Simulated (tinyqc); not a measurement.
WKB tunnelling through a gate dielectric with a two-band (Franz) dispersion, step by step. Values are carried at full precision from step to step, so a last printed digit may differ when a step is redone from the rounded ones.

Constants: hbar^2/2m0 = 3.80998211 eV angstrom^2.

Inputs chosen for the exercise (of the size used for hBN on silicon; not measured data):
- phi = 1.96 eV (barrier above the electron energy at the emitter)
- t = 12 angstrom (thickness)
- V = 2 V (voltage across the layer)
- Eg = 5.91 eV (gap of the dielectric)
- m = 0.45 m0 (mass at the conduction edge)

## Shape of the barrier

Field V/t (1 V/angstrom = 100 MV/cm), the end of the forbidden region x_e = min(t, phi t/V), and u there.

field = 16.67 MV/cm
x_e = 11.76 angstrom
u(x_e) = 0.000 eV

V >= phi: a triangle, Fowler-Nordheim tunnelling into the conduction band of the dielectric. This field is near or beyond what hBN bears for long; the numbers are an exercise.

## Decay constant through the layer

At depth x the conduction edge lies u(x) = phi - V x/t above the electron. Parabolic: kappa = sqrt(m u/c). Franz: kappa = sqrt(m u (1 - u/Eg)/c), which vanishes at both band edges. c = hbar^2/2m0. T = exp(-2 integral of kappa dx) over the region u > 0; no image force, no prefactor, zero transverse momentum. The region ends at x_e = min(t, phi t/V); x_e < t is the Fowler-Nordheim regime.

Nine points x = j x_e/8.

kappa (1/angstrom):
```
x (angstrom)  u (eV)  parabolic   Franz
0.000         1.9600     0.4811  0.3933
1.470         1.7150     0.4501  0.3792
2.940         1.4700     0.4167  0.3612
4.410         1.2250     0.3804  0.3387
5.880         0.9800     0.3402  0.3107
7.350         0.7350     0.2946  0.2757
8.820         0.4900     0.2406  0.2304
10.290        0.2450     0.1701  0.1665
11.760        0.0000     0.0000  0.0000
```

At the emitter the Franz value is 18.2 % below the parabolic one, the factor sqrt(1 - phi/Eg).

## The integrals by Simpson's rule

Weights 1, 4, 2, 4, 2, 4, 2, 4, 1 times a third of the spacing.

integral of kappa dx: parabolic 3.752, Franz 3.351

## The integrals in closed form

Parabolic: (2/3) sqrt(m/c) (t/V) (phi^(3/2) - u_e^(3/2)). Franz: sqrt(m/c) Eg^(3/2) (t/V) (f(phi/Eg) - f(u_e/Eg)) with f(y) = ((2y - 1) sqrt(y (1 - y)) + arcsin(sqrt y))/4. u_e = max(phi - V, 0). T = exp(-2 I).

integral of kappa dx: parabolic 3.7721, Franz 3.3711

T: parabolic 0.000529, Franz 0.00118

The two-band dispersion raises T by a factor 2.23.

## Checks

- Franz integral in closed form against adaptive quadrature: both 3.37115.

Computed by tinyqc, a small Python program: `OMP_NUM_THREADS=1 python tinyqc.py 1450118 1450119 out.jsonl` (the numbers bound the seed that draws the inputs); one thread of a shared host (Intel(R) Xeon(R) Processor @ 2.30GHz), about 0.01 s for the whole set of steps.
